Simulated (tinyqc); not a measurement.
Tilting the field: Landau levels of a parabolic two-dimensional band.

In a field B along z: l = 1/sqrt((e/hbar) B) is the magnetic length, n_B = B/(h/e) the number of states per area in one level, hbar wc = 2 muB B/m for mass m in m0; 1/angstrom^2 = 1e16/cm^2.

Constants: muB = 5.788381798e-05 eV/T.

Values chosen for the exercise (near those of a two-dimensional electron gas in Ge (111); not measured data): m = 0.0799 m0 (mass); gs = 0.87 (g factor); tilt = (0, 30, 50, 60, 68, 74, 80) degrees (tilt angles); Bp = 9.3 T (perpendicular component, kept fixed).

The cyclotron gap follows Bp, the Zeeman gap the total field Bp/cos(theta): i = |gs| muB B/(hbar wc) = |gs| m/(2 cos theta). With f the fractional part of i the gaps alternate between f and 1 - f of hbar wc. The layer is taken as strictly two-dimensional and valley splitting is left out.

Gaps:
```
theta (degrees)  B total (T)      i  f hbar wc (meV)  (1 - f) hbar wc (meV)
0                       9.30  0.035            0.468                 13.006
30                     10.74  0.040            0.541                 12.934
50                     14.47  0.054            0.729                 12.746
60                     18.60  0.070            0.937                 12.538
68                     24.83  0.093            1.250                 12.225
74                     33.74  0.126            1.699                 11.776
80                     53.56  0.200            2.697                 10.778
```

What can be read from this table?

i = 1/2 (equal gaps) falls at theta = 86.0 degrees. i = 1 (levels of opposite spin coincide) falls at theta = 88.0 degrees. Over the table i grows from 0.035 to 0.200.

(tinyqc, `OMP_NUM_THREADS=1 python tinyqc.py 1252002 1252003 out.jsonl`, Intel(R) Xeon(R) Processor @ 2.30GHz, 1 thread, shared host, about 0.01 s.)
